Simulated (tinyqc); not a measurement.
Plane-wave Kohn-Sham cycle with exchange-only LDA in a layered model solid, step by step. Computed by tinyqc, a small Python program that keeps every step. Settings: points = 16, plane-wave index or count = 3, electrons = 4, k points = 1, area = 8.0, mixing = 0.5, iteration cap = 56, Kerker q0 = 1.22. Command: `OMP_NUM_THREADS=1 python tinyqc.py 20303 20304 out.jsonl` (the two numbers bound the seeds that draw the settings). One thread of a shared host (Intel(R) Xeon(R) Processor @ 2.60GHz), about 0.02 s of CPU time with the checks. Later iterations appear only in the table of the cycle.

## Iteration 1: potential

A solid whose potential varies along x alone (atomic units):
```
parameter,value
period a,11.700000
cross-section of the cell,8.000000
electrons per cell,4
grid points,16
"plane waves -n..n, n",3
k points,1
V1 in V1 cos(2 pi x/a),-0.280000
```

density at the start, on the grid x_j = j a/N (e/bohr^3): 0.04273504  0.04273504  0.04273504  0.04273504  0.04273504  0.04273504  0.04273504  0.04273504  0.04273504  0.04273504  0.04273504  0.04273504  0.04273504  0.04273504  0.04273504  0.04273504

V_H(G) = 4 pi rho(G)/G^2 for G != 0 (uniform background); v_x = -(3 rho/pi)^(1/3); V = V_ext + V_H + v_x; Fourier components f(G_m) = (1/N) sum_j f(x_j) exp(-i G_m x_j).

Potentials on the grid (hartree):
```
x,V_ext,V_H,v_x,V
0.000000,-0.280000,0.000000,-0.344285,-0.624285
0.731250,-0.258686,0.000000,-0.344285,-0.602972
1.462500,-0.197990,0.000000,-0.344285,-0.542275
2.193750,-0.107151,0.000000,-0.344285,-0.451437
2.925000,0,0.000000,-0.344285,-0.344285
3.656250,0.107151,0.000000,-0.344285,-0.237134
4.387500,0.197990,0.000000,-0.344285,-0.146295
5.118750,0.258686,0.000000,-0.344285,-0.085599
5.850000,0.280000,0.000000,-0.344285,-0.064285
6.581250,0.258686,0.000000,-0.344285,-0.085599
7.312500,0.197990,0.000000,-0.344285,-0.146295
8.043750,0.107151,0.000000,-0.344285,-0.237134
8.775000,0,0.000000,-0.344285,-0.344285
9.506250,-0.107151,0.000000,-0.344285,-0.451437
10.237500,-0.197990,0.000000,-0.344285,-0.542275
10.968750,-0.258686,0.000000,-0.344285,-0.602972
```

V(G_m), m = 0, 1, 2, ... (hartree): -0.344285  -0.140000  0.000000  0.000000  0.000000  0.000000  0.000000

## Iteration 1: Hamiltonian at one k

k = 0.000000 2 pi / a

H(m,m') = (k + G_m)^2/2 delta + V(G_m - G_m'), with V(-G) = V(G).

H (hartree), lower triangle:
```
,-3,-2,-1,+0,+1,+2,+3
-3,0.953493
-2,-0.140000,0.232505
-1,0.000000,-0.140000,-0.200088
+0,0.000000,0.000000,-0.140000,-0.344285
+1,0.000000,0.000000,0.000000,-0.140000,-0.200088
+2,0.000000,0.000000,0.000000,0.000000,-0.140000,0.232505
+3,0.000000,0.000000,0.000000,0.000000,0.000000,-0.140000,0.953493
```

## Iteration 1: levels at that k

Diagonalise the Hermitian matrix.

eigenvalues (hartree): -0.492365  -0.242797  -0.101107  0.248409  0.254783  0.980299  0.980314

## Iteration 1: new density

Motion across x is left out: the lowest 2 band(s) hold two electrons at each of the k points (j + 1/2)/nk - 1/2. Residual R = rho(out) - rho(in); rho(new) = rho(in) + 0.5 R, with R(G) scaled by G^2/(G^2 + 1.22^2) (Kerker). rho(out) = 2/(a A nk) sum |psi|^2 with psi = sum c exp(i G x). Harris energy E = band energy - dV sum rho (V_H/2 + v_x) + (3/4) dV sum rho v_x with rho(in), dV = a A/N, band energy = (2/nk) sum of the filled levels.

rho(out) (e/bohr^3): 0.07061940  0.07699664  0.08264262  0.07024800  0.04478488  0.02177830  0.00808824  0.00191723  0.00022946  0.00191723  0.00808824  0.02177830  0.04478488  0.07024800  0.08264262  0.07699664

density after iteration 1 (e/bohr^3): 0.04146151  0.04435642  0.04824586  0.04713533  0.04276724  0.03975924  0.03921309  0.03968919  0.03996647  0.03968919  0.03921309  0.03975924  0.04276724  0.04713533  0.04824586  0.04435642

energy per cell = -1.12603825 hartree

## Iteration 2: potential

As before.

Potentials on the grid (hartree):
```
x,V_ext,V_H,v_x,V
0.000000,-0.280000,0.128464,-0.340831,-0.492367
0.731250,-0.258686,0.130944,-0.348585,-0.476328
1.462500,-0.197990,0.121940,-0.358490,-0.434540
2.193750,-0.107151,0.078993,-0.355718,-0.383876
2.925000,0,0.008381,-0.344372,-0.335990
3.656250,0.107151,-0.063343,-0.336101,-0.292293
4.387500,0.197990,-0.116524,-0.334555,-0.253089
5.118750,0.258686,-0.146594,-0.335904,-0.223811
5.850000,0.280000,-0.156060,-0.336684,-0.212744
6.581250,0.258686,-0.146594,-0.335904,-0.223811
7.312500,0.197990,-0.116524,-0.334555,-0.253089
8.043750,0.107151,-0.063343,-0.336101,-0.292293
8.775000,0,0.008381,-0.344372,-0.335990
9.506250,-0.107151,0.078993,-0.355718,-0.383876
10.237500,-0.197990,0.121940,-0.358490,-0.434540
10.968750,-0.258686,0.130944,-0.348585,-0.476328
```

V(G_m), m = 0, 1, 2, ... (hartree): -0.344060  -0.067057  -0.004189  -0.002941  -0.000115  0.000064  0.000048

## Iteration 2: Hamiltonian at one k

k = 0.000000 2 pi / a

As before.

H (hartree), lower triangle:
```
,-3,-2,-1,+0,+1,+2,+3
-3,0.953718
-2,-0.067057,0.232730
-1,-0.004189,-0.067057,-0.199863
+0,-0.002941,-0.004189,-0.067057,-0.344060
+1,-0.000115,-0.002941,-0.004189,-0.067057,-0.199863
+2,0.000064,-0.000115,-0.002941,-0.004189,-0.067057,0.232730
+3,0.000048,0.000064,-0.000115,-0.002941,-0.004189,-0.067057,0.953718
```

## Iteration 2: levels at that k

As before.

eigenvalues (hartree): -0.394216  -0.205226  -0.165171  0.236197  0.237705  0.959870  0.959952

## Iteration 2: new density

As before.

rho(out) (e/bohr^3): 0.05717031  0.06201751  0.06958172  0.06805821  0.05440886  0.03496603  0.01737382  0.00589842  0.00198122  0.00589842  0.01737382  0.03496603  0.05440886  0.06805821  0.06958172  0.06201751

density after iteration 2 (e/bohr^3): 0.04082422  0.04449455  0.05020412  0.05039409  0.04534732  0.04002426  0.03706451  0.03602727  0.03582423  0.03602727  0.03706451  0.04002426  0.04534732  0.05039409  0.05020412  0.04449455

energy per cell = -0.86825306 hartree

## Convergence

Stop when sqrt(dV sum R^2) is below 1e-8, dV = a A/N.

Course of the cycle:
```
iteration,E (hartree),norm of the residual
1,-1.12603825,3.08e-01
2,-0.86825306,2.12e-01
3,-0.81344125,1.93e-01
4,-0.81524250,1.76e-01
5,-0.80869262,1.84e-01
6,-0.81539439,1.79e-01
7,-0.80720152,1.82e-01
8,-0.81629758,1.80e-01
9,-0.80667301,1.81e-01
10,-0.81663154,1.80e-01
11,-0.80648263,1.81e-01
...,...,...
46,-0.81682411,1.81e-01
47,-0.80637538,1.81e-01
48,-0.81682411,1.81e-01
49,-0.80637538,1.81e-01
50,-0.81682411,1.81e-01
51,-0.80637538,1.81e-01
52,-0.81682411,1.81e-01
53,-0.80637538,1.81e-01
54,-0.81682411,1.81e-01
55,-0.80637538,1.81e-01
56,-0.81682411,1.81e-01
```

Not converged within 56 iterations: the residual has stopped falling: the iteration swings between two states. Reruns (cap 100 unless said): mixing 0.1: not converged; mixing 0.5, Kerker q0 1.0: not converged; mixing 0.3, Pulay depth 5: not converged; the original settings with a cap of 400: not converged.
